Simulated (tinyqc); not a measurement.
Pillar capacitor in an array: capacitance, non-linearity, leakage and relaxation: one step of the calculation.

A film between two metal electrodes, each interface adding a series capacitance ci. The small-signal permittivity is ek (1 + aq E^2); the field is found with the linear permittivity. Leakage J = J0 sinh(E/Ef). After a voltage step the film passes a relaxation current kr C V tt^(-nr), tt being the time in seconds. The sidewall is a coaxial capacitor with radii a = dm/2 and b = dm/2 + t, depth AR dm; the end face is left out.

Problem. Cell capacitance, fields and time constant. Per length 1/c = ln(b/a)/(2 pi eps0 ek) + (1/a + 1/b)/(2 pi ci); cell capacitance c AR dm; per footprint over pt^2; fields c V/(2 pi eps0 ek r) at r = a and b; resistance of the inner electrode rho AR dm/(pi a^2); time constant R C/3 of the distributed line.

Parameters, values chosen for the exercise; permittivity of the order of that of titanium dioxide:

| symbol | value | unit | meaning |
|---|---|---|---|
| ek | 80.2 |  | relative permittivity of the film |
| t | 13 | nm | film thickness |
| ci | 1000 | uF/cm^2 | capacitance of each electrode interface (dead layer and screening) |
| V | 1.6 | V | bias |
| dm | 100 | nm | diameter of the pillar |
| AR | 30 |  | aspect ratio, depth over diameter |
| pt | 240 | nm | pitch of the square array |
| rho | 920 | uohm cm | resistivity of the inner electrode |

Constants: eps0 = 8.8541878128e-14 F/cm where lengths are in cm. Results are converted to the units shown.

Give: a; b; cell capacitance; capacitance per footprint; field at a; field at b; R; R C/3.

Solution.

a = 50.00 nm
b = 63.00 nm
cell capacitance = 57.29 fF
capacitance per footprint = 99.45 uF/cm^2
field at a = 1.370 MV/cm
field at b = 1.087 MV/cm
R = 3.514 kohm
R C/3 = 67.10 ps

The array gives 18.4 times the planar capacitance per footprint; curvature makes the field at the inner electrode 1.12 times the planar value.

Program tinyqc, `OMP_NUM_THREADS=1 python tinyqc.py 2102022 2102023 out.jsonl`; Intel Xeon 2.30GHz, shared host, one thread, about 0.01 s.
